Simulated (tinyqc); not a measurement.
# Changing the scale factor s of the disorder

Model: kinetic Monte Carlo and master equation for a particle on a ring of sites with traps and bias. Computed by tinyqc, a small Python program. Command: `OMP_NUM_THREADS=1 python tinyqc.py 3013188 3013189 out.jsonl kmc sweep`. One thread of a shared host (Intel(R) Xeon(R) Processor @ 2.30GHz), about 0.01 s of CPU time with the checks.

5 sites on a ring, numbered 1 to 5. The saddle between i and i+1 lies at E0 + s b_i and site i at s eps_i; a force F tilts the landscape, with the saddle half-way.

Inputs (values chosen for the exercise, for a model defect):
```
quantity                value         unit
reference barrier E0     0.76           eV
attempt frequency nu        5          THz
temperature T             580            K
site spacing a            2.4     angstrom
force F along the ring  0.017  eV/angstrom
```

Disorder: both.

site energies eps_i (eV): -0.056  0  0  -0.061  -0.12

saddle shifts b_i between sites i and i+1 (eV): 0.042  -0.013  0.063  -0.027  -0.013

Constants: k_B = 8.617333262e-05 eV/K.

Method:
- Rates: k(i to i+1) = nu exp(-(E0 + s b_i - s eps_i - F a/2)/(k_B T)), k(i to i-1) = nu exp(-(E0 + s b_(i-1) - s eps_i + F a/2)/(k_B T)).
- Share right = k right/(k right + k left); mean stay = 1/(k right + k left).
- Master equation dP/dt = W P, W_(i+1,i) = k right, W_(i-1,i) = k left, columns summing to zero. The steady state is its null vector; drift v = a sum P_i (k right - k left). D = a^2 lambda''(0)/2, where lambda(q) is the leading eigenvalue of W with right hops weighted by exp(q) and left hops by exp(-q).
- The slowest relaxation rate is minus the real part of the next eigenvalue of W. 1 angstrom = 1e-8 cm.
- At zero force D0 = a^2 nu exp(-E0/(k_B T)) / [<exp(-s eps/(k_B T))> <exp(s b/(k_B T))>], with means over the ring; Einstein relation v = D0 F/(k_B T); 1 angstrom = 1e-8 cm.

One run for each value; columns: (1) scale factor s of the disorder; (2) D0 over the value without disorder; (3) drift velocity v (cm/s); (4) slowest relaxation rate (1/s):
```
(1)          (2)       (3)         (4)
0.10  8.8494e-01  0.022212  1.6630e+06
0.25  7.1836e-01  0.018145  1.4003e+06
0.50  4.7379e-01  0.012270  1.0484e+06
0.75  2.8720e-01  0.007773  7.8222e+05
1.00  1.6098e-01  0.004631  5.8250e+05
1.50  4.1627e-02  0.001395  2.8725e+05
2.50  1.7146e-03  0.000078  7.9124e+04
```

Give the missing row, scale factor s of the disorder = 2.00.

Computed row; columns: (1) scale factor s of the disorder; (2) D0 over the value without disorder; (3) drift velocity v (cm/s); (4) slowest relaxation rate (1/s):
```
(1)          (2)       (3)         (4)
2.00  8.9390e-03  0.000351  1.4185e+05
```

Interpolating between the two neighbouring rows (the first column on a logarithmic scale, the others too where they are positive) misses most in D0 over the value without disorder, by 23 %. Over the rows, D0 over the value without disorder falls from 0.885 to 0.00171 (exponent d ln y / d ln x -0.23 between the first rows and -7.4 between the last); drift velocity v (cm/s) falls from 0.0222 to 7.76e-5 (exponent d ln y / d ln x -0.22 between the first rows and -6.8 between the last); slowest relaxation rate (1/s) falls from 1.66e6 to 79100 (exponent d ln y / d ln x -0.19 between the first rows and -2.6 between the last). For the drift and D0, to first order in s only the mean of b - eps acts; beyond that high saddles and deep sites weigh most in the two averages.

Extremes, crossings and ranges named in words are read from the listed rows.
